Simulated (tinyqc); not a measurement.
Phonon-assisted absorption at an indirect gap, step by step. Values are carried at full precision from step to step, so a last printed digit may differ when a step is redone from the rounded ones.

alpha(E) = sum_j A_j [N_j (E - Eg + w_j)^2 + (N_j + 1)(E - Eg - w_j)^2], each bracket counted only where its base is positive; N_j = 1/(exp(w_j/kB T) - 1). The first term absorbs a phonon and the second emits one; excitons and direct transitions are left out.

Constants: kB = 8.617333262e-05 eV/K.

Parameters, chosen for this exercise (loosely those of Si at room temperature; Eg is not tied to T; the results hold for these values, not for the real material):
```
symbol  value        unit         meaning
Eg      1.135        eV           indirect gap, held fixed unless listed
w       (56, 17.8)   meV          two zone-edge phonons
A       (3800, 730)  1/(cm eV^2)  their strengths
T       500          K
E       1.494        eV           photon energy
nr      3.64                      refractive index
d       4.1          micrometre   thickness
xj      0.21         micrometre   dead layer at the surface
W       4.7          micrometre   depleted width
L       99           micrometre   minority diffusion length below it
```

## The four branches at one energy

Evaluate the occupations and each term.

N_j: 0.3748  1.955

terms with phonon absorption (1/cm): 245.3  202.6

terms with phonon emission (1/cm): 479.6  251.1

alpha = 1179 1/cm
wavelength hc/E (hc = 1239.841984 eV nm) = 829.9 nm

Phonon absorption supplies 38.0 % of alpha; the depth 1/alpha is 8.48 micrometre.

## What a slab does with it

Slab of thickness d in air, incoherent passes: R = ((nr - 1)/(nr + 1))^2, x = exp(-alpha d); transmitted Tr = (1 - R)^2 x/(1 - R^2 x^2), reflected Rt = R + (1 - R)^2 R x^2/(1 - R^2 x^2), absorbed Ab = (1 - R)(1 - x)/(1 - R x).

d in cm is 1e-4 times the value in micrometres.

R = 0.3237
x = 0.6168
Tr = 0.2938
Rt = 0.3824
Ab = 0.3238

A single pass would absorb (1 - R)(1 - x) = 0.2592; the back face adds 0.0647.

## Quantum efficiency of a diode

Photodiode (Gaertner form with a dead layer): QE = (1 - R) exp(-alpha xj) [1 - exp(-alpha W)/(1 + alpha L)], R = ((nr - 1)/(nr + 1))^2; responsivity = QE/E in A/W for E in eV.

Evaluate the factors; 1 micrometre = 1e-4 cm.

passes the dead layer = 0.9756
collected share = 0.9546
QE = 0.6298
responsivity = 0.4216 A/W

Without diffusion from below the collected share would be 0.4253.

## Checks

- Tr + Rt + Ab against 1: both 1.000000.

Computed by tinyqc, a small Python program: `OMP_NUM_THREADS=1 python tinyqc.py 1681303 1681304 out.jsonl` (the numbers bound the seed that draws the inputs); one thread of a shared host (Intel(R) Xeon(R) Processor @ 2.30GHz), about 0.01 s for the whole set of steps.
